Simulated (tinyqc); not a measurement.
# Random telegraph noise from one oxide trap in a small MOSFET, step by step

Numbers from tinyqc (`OMP_NUM_THREADS=1 python tinyqc.py 2710066 2710067 out.jsonl`; about 0.01 s on one thread of a shared Intel Xeon 2.30GHz). Printed values are rounded.

An acceptor-like trap exchanges electrons with the channel. Inversion charge Q = Cox u, u = n Vt W0(exp((Vg - VT)/(n Vt))), W0 the Lambert function, n = nf, Cox = eps0 eox/tox; linear regime Id = (W/L) mu Q Vd. Relative to threshold the surface potential rises by Vt ln(u/u0) and the oxide voltage by the rest of Vg - VT, with u0 = n Vt W0(1).

Values chosen for this exercise; values of the order met in silicon transistors:
- T = 200 K (temperature)
- eox = 3.9 (relative permittivity of the gate insulator (close to silicon dioxide))
- tox = 1 nm (insulator thickness)
- xt = 0.4 nm (depth of the trap from the channel interface)
- E0 = 0.16 eV (trap level above the channel Fermi level at threshold)
- s0 = 2e-16 cm^2 (capture prefactor)
- EB = 0.51 eV (capture barrier (lattice relaxation))
- lt = 0.15 nm (tunnelling decay length)
- vth = 2e7 cm/s (thermal velocity)
- zi = 2.7 nm (thickness of the inversion layer)
- VT = 0.26 V (threshold voltage)
- nf = 1.24 (body factor)
- W = 25 nm (gate width)
- L = 62 nm (gate length)
- mu = 120 cm^2/(V s) (mobility)
- asc = 0 V s (scattering coefficient of the charged trap)
- Vd = 0.05 V (drain voltage)
- Vg = 0.59 V (gate voltage)

Constants: q = 1.602176634e-19 C, kB = 1.380649e-23 J/K, Vt = kB T/q, eps0 = 8.8541878128e-14 F/cm where lengths are in cm. Results are converted to the units shown.

Range of the model: VT is taken as given; short-channel effects and the uneven flow of current among few electrons are left out.

## Trap level, time constants and occupancy

N = Cox u/q; dpsi = Vt ln(u/u0); E = E0 - dpsi - (xt/tox)(Vg - VT - dpsi); capture time tc = 1/[(N/zi) vth s0 exp(-xt/lt - EB/Vt)]; emission time te = tc exp(-E/Vt); occupancy te/(tc + te).

u = 0.2753737 V
N = 5.935065e12 cm^-2
dpsi = 0.05382797 V
E = -0.004296782 eV
tc = 1162.603 s
te = 1491.782 s
occupancy = 0.5620068

The trap lies 0.25 Vt below the Fermi level, so it is filled most of the time.

## Step height

A = W L; threshold step dV = q (1 - xt/tox)/(Cox A); gm/Id = 1/(u + n Vt); relative step dI/I = (gm/Id) dV + asc mu/A. Id as defined.

electrons in the channel N A = 91.99350
dV = 1.796042 mV
gm/Id = 3.369900 1/V
number part of dI/I = 0.6052484 %
dI/I = 0.6052484 %
Id = 2.300570 uA
dI = 13.92416 nA

## Lorentzian spectrum

Spectrum S(f) = 4 dI^2/{(tc + te)[(1/tc + 1/te)^2 + (2 pi f)^2]}; corner fc = (1/tc + 1/te)/(2 pi); variance dI^2 tc te/(tc + te)^2. Give S at f = 0, at fc and at 10 fc.

fc = 2.435832e-4 Hz
S(0) = 1.247326e-13 A^2/Hz
S(fc) = 6.236628e-14 A^2/Hz
S(10 fc) = 1.234976e-15 A^2/Hz
rms current = 6.908337 nA

The rms value is 0.496 of the step; it reaches its largest share, 1/2, when tc = te.
